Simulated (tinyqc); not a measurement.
# Small-signal admittance of a forward-biased p+-n diode: two studies

Holes injected into a neutral base of width wb with an ohmic contact at its end; low injection, p0 far above the equilibrium density. A small voltage v exp(i w t), w = 2 pi f, modulates the edge density by p0 v/Vt, and the small-signal density obeys Dp d2p/dx2 = (1/tau + i w) p.

Parameters, values chosen for the exercise; permittivity close to that of silicon:
- T = 300 K (temperature)
- eps_r = 11.7 (relative permittivity)
- Nd = 1.8e16 cm^-3 (donor density of the base)
- Dp = 5.6 cm^2/s (hole diffusion coefficient)
- tau = 3e-7 s (hole lifetime)
- wb = 6.1 um (width of the neutral base)
- p0 = 7.9e13 cm^-3 (excess hole density at the junction edge)
- Na = 4e18 cm^-3 (acceptor density of the p+ side)
- Rs = 0.0025 ohm cm^2 (series resistance)
- f = 6.7e6 Hz (signal frequency)

Constants: q = 1.602176634e-19 C, kB = 1.380649e-23 J/K, Vt = kB T/q, eps0 = 8.8541878128e-14 F/cm where lengths are in cm. Results are converted to the units shown.

Each table varies one quantity; the others keep the values above.

## Admittance against frequency

L = sqrt(Dp tau); direct current J = (q Dp p0/L) coth(wb/L); k = sqrt(1 + i w tau)/L; diffusion admittance Y = (q Dp p0/Vt) k coth(k wb) = G + i w C_diff; junction capacitance C_j = sqrt(q eps0 eps_r Nd/(2 Vr)) in the depletion approximation, with the remaining barrier Vr = Vt ln(Na/p0), a rough value under forward bias; base-width modulation is left out. Measured admittance 1/[Rs + 1/(Y + i w C_j)].

The same in every row: C_j (uF/cm^2) = 0.07304.

Results:
```
f (Hz)    w tau  G (S/cm^2)  C_diff (uF/cm^2)  measured G (S/cm^2)  measured C (uF/cm^2)  phase of the measured Y (degrees)
20000   0.03770       4.822           0.09670                4.764                0.1657                             0.2504
70000    0.1319       4.822           0.09670                4.764                0.1657                             0.8765
3e5      0.5655       4.823           0.09669                4.766                0.1657                              3.750
1e6       1.885       4.838           0.09660                4.783                0.1656                              12.27
5e6       9.425       5.215           0.09428                5.214                0.1630                              44.48
2e7       37.70       8.900           0.07247                9.487                0.1390                              61.49
8e7       150.8       18.44           0.03640                24.12               0.09830                              63.98
1e9        1885       64.96           0.01033                248.4               0.02719                              34.52
```

Estimate the missing row, f = 3e8 Hz.

Computed row:
```
f (Hz)  w tau  G (S/cm^2)  C_diff (uF/cm^2)  measured G (S/cm^2)  measured C (uF/cm^2)  phase of the measured Y (degrees)
3e8     565.5       35.60           0.01885                82.84               0.06690                              56.70
```

With this row back in the table: G starts at J/Vt = 4.82 S/cm^2 and C_diff at (J tau/(2 Vt))(1 - 2 x/sinh 2x) = 0.0967 uF/cm^2, x = wb/L = 0.471. Between the last two rows G goes as f^(0.50) and C_diff as f^(-0.50); the limits are 1/2 and -1/2, reached when the signal penetrates only sqrt(Dp/w). The measured C is 2.4 % below C_diff + C_j in the first row and 67 % below it in the last, the difference being due to Rs.

## Effect of the hole lifetime

Same model as above.

The same in every row: C_j (uF/cm^2) = 0.073036.

Result of one run:
```
tau (s)   w tau  G (S/cm^2)  C_diff (uF/cm^2)  measured G (S/cm^2)  measured C (uF/cm^2)  phase of the measured Y (degrees)
3e-7     12.629      5.5075          0.092490               5.5492               0.16101                             50.693
```

What becomes of these results when the hole lifetime tau is changed from 3e-7 to 6e-8 s, all else the same?

Result of the changed run:
```
tau (s)   w tau  G (S/cm^2)  C_diff (uF/cm^2)  measured G (S/cm^2)  measured C (uF/cm^2)  phase of the measured Y (degrees)
6e-8     2.5258      6.5911          0.083818               6.5880               0.15177                             44.122
```

The whole series:
```
tau (s)    w tau  G (S/cm^2)  C_diff (uF/cm^2)  measured G (S/cm^2)  measured C (uF/cm^2)  phase of the measured Y (degrees)
3e-9     0.12629      21.198          0.031626               20.173              0.094382                             11.142
1e-8     0.42097      11.911          0.054467               11.632               0.12022                             23.512
6e-8      2.5258      6.5911          0.083818               6.5880               0.15177                             44.122
3e-7      12.629      5.5075          0.092490               5.5492               0.16101                             50.693
1e-6      42.097      5.3085          0.094210               5.3581               0.16284                             51.989
6e-6      252.58      5.2367          0.094841               5.2891               0.16352                             52.463
3e-5      1262.9      5.2252          0.094943               5.2780               0.16362                             52.539
```

As tau goes from 3e-9 to 3e-5, G falls from 21.2 to 5.23 S/cm^2, C_diff rises from 0.0316 to 0.0949 uF/cm^2 and the measured C rises from 0.0944 to 0.164 uF/cm^2. C_diff exceeds C_j for tau = 6e-8, 3e-7, 1e-6, 6e-6, 3e-5.

Computed by the program tinyqc: `OMP_NUM_THREADS=1 python tinyqc.py 2890163 2890164 out.jsonl`, one thread of a shared Intel Xeon 2.30GHz, about 0.01 s for the whole run.
